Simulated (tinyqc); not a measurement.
## Graded p-n junction, non-linear Poisson equation by Newton steps: capacitance and field against bias

One dimension, p side on the left, n side on the right; net doping C = (Nd - Na)/2 + ((Nd + Na)/2) tanh(x/Lg). The potential psi is counted from the intrinsic level, and the quasi-Fermi potentials are flat: 0 for holes and -V for electrons, so n = ni exp((psi + V)/Vt) and p = ni exp(-psi/Vt) (Boltzmann statistics, full ionisation, no current). Under reverse bias this makes the minority densities vanishingly small everywhere; they play no part in the charge.

The Poisson equation d/dx(eps0 eps_r dpsi/dx) = -q (p - n + C) is solved on a mesh of more than 1000 nodes that ends in neutral material (psi_p = -Vt ln(Na/ni), psi_n = Vt ln(Nd/ni) - V). C_j = q d/dV of the integral of p over x, from the linearised equation. ni = sqrt(Nc Nv) exp(-Eg/(2 Vt)), Eg in volts. Depletion approximation: Vbi = Vt ln(Na Nd/ni^2), W = sqrt(2 eps0 eps_r (Vbi - V)(1/Na + 1/Nd)/q), xp = W Nd/(Na + Nd), xn = W Na/(Na + Nd), peak field 2 (Vbi - V)/W, capacitance eps0 eps_r/W. The last column applies it to an abrupt Na-Nd junction.

Parameters, values chosen for the exercise; band and dielectric values those of a made-up semiconductor: temperature T = 350 K; band gap Eg = 1.07 eV; relative permittivity eps_r = 10.1; conduction-band density of states at T Nc = 6.04e17 cm^-3; valence-band density of states at T Nv = 1.06e19 cm^-3; acceptor density of the p side Na = 5.8e16 cm^-3; donor density of the n side Nd = 1.9e18 cm^-3; grading length Lg = 490 nm.

Constants: q = 1.602176634e-19 C, kB = 1.380649e-23 J/K, Vt = kB T/q, eps0 = 8.8541878128e-14 F/cm where lengths are in cm. Results are converted to the units shown.

Capacitance and field against bias:
```
V (V),peak |E| (kV/cm),C_j (nF/cm^2),1/C_j^2 (cm^4/uF^2),eps0 eps_r/C_j (nm),abrupt depletion C (nF/cm^2)
0.14,34.68,35.32,801.7,253.2,70.66
-1.31,78.79,22.67,1946,394.5,42.26
-2.76,112.0,18.80,2829,475.7,32.98
-4.21,140.6,16.65,3607,537.1,27.96
-5.65,166.2,15.22,4318,587.6,24.72
-7.1,190.0,14.15,4991,631.8,22.38
-8.55,212.3,13.32,5633,671.2,20.60
-10,233.3,12.65,6250,707.0,19.19
```

With V going from 0.14 to -10 V, C_j falls from 35.3 to 12.6 nF/cm^2 and the peak field rises from 34.7 to 233 kV/cm. The slope of 1/C_j^2, read as N = 2/(q eps0 eps_r |slope|), gives 1.77e16 cm^-3 between the first two rows and 3.28e16 cm^-3 between the last two, against Na Nd/(Na + Nd) = 5.63e16 cm^-3; it is not a straight line, so no single doping describes it. At the end C_j goes as (Vbi - V)^(-0.37) with Vbi = 0.947 V, and it is 34 % below the abrupt depletion formula (at the first row 50 % below it).

Program tinyqc, `OMP_NUM_THREADS=1 python tinyqc.py 2000025 2000026 out.jsonl`; Intel Xeon 2.30GHz, shared host, one thread, about 0.1 s.
